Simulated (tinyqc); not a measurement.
Worked calculation: deep level as a short-range spherical well. Values are carried at full precision from step to step, so a last printed digit may differ when a step is redone from the rounded ones.

A spherical well of radius R and depth V0 below the conduction edge, one mass m, c = hbar^2/2m0. The s level at binding Et solves k cot(k R) = -kappa with k = sqrt(m (V0 - Et)/c), kappa = sqrt(m Et/c); it exists for V0 > Vc = c (pi/2R)^2/m. Outside, psi falls as exp(-kappa r)/r.

Constants: hbar^2/2m0 = 3.80998211 eV angstrom^2; fine-structure constant alpha = 0.007297352564; hc = 1239.841984 eV nm; kB = 8.617333262e-05 eV/K; hbar = 6.58211957e-16 eV s.

Parameters, chosen for this exercise (near those of Ge; the results hold for these values, not for the real material): R = 4.8 angstrom (radius of the well); V0 = 5.51 eV (depth of the well); m = 0.118 m0 (mass); n_r = 3.88 (refractive index); gv = 4 (valleys); sn = 2.6 x 1e-16 cm^2 (capture cross-section); T = 200 K (temperature).

## The bound level

Solve for Et; the share outside is [sin^2(kR)/(2 kappa)]/[sin^2(kR)/(2 kappa) + R/2 - sin(2kR)/(4k)].

Et = 0.5279 eV
k = 0.3928 1/angstrom
kappa = 0.1279 1/angstrom
share outside = 0.560
Vc = 3.458 eV

The well is 1.59 times the critical depth. Since dEt/dV0 equals the share inside, 0.44, a 1 % change of V0 moves Et by 4.6 %. The decay length is 7.8 angstrom, 1.6 times R.

## Peak of the photo-ionisation cross-section

Lucovsky model (delta well, plane-wave final states, no local-field factor): sigma = (32 pi alpha c/(3 n_r m Et)) (x - 1)^(3/2)/x^3, x = h nu/Et, c = hbar^2/2m0; 1 angstrom^2 = 1e-16 cm^2.

The maximum lies at x = 2. Give the photon energy, its wavelength and sigma there.

h nu = 1.056 eV
wavelength = 1174 nm
sigma = 48.2 x 1e-18 cm^2

With 56 % of the state outside the well the delta-well form is only a rough model of this centre. The level lies in the lower half of the host gap, so the peak is above the band edge and exchange with the valence band, left out, would compete.

## Thermal emission

Thermal emission e = sn v Nc exp(-Et/kB T), v = sqrt(6 c kB T/m)/hbar, Nc = 2 gv (m kB T/(4 pi c))^(3/2), c = hbar^2/2m0, one mass for both, degeneracy ratio 1; 1 angstrom = 1e-8 cm.

Give v, Nc, e and 1/e.

v = 2.776 x 1e7 cm/s
Nc = 2.215 x 1e18/cm^3
e = 0.000796 1/s
1/e = 1.26e+03 s

## Checks

- Et from the radial equation on a grid against the matching condition, eV: both 0.53.

Program tinyqc; command `OMP_NUM_THREADS=1 python tinyqc.py 1281196 1281197 out.jsonl`; about 0.01 s on one thread of a shared Intel(R) Xeon(R) Processor @ 2.30GHz.
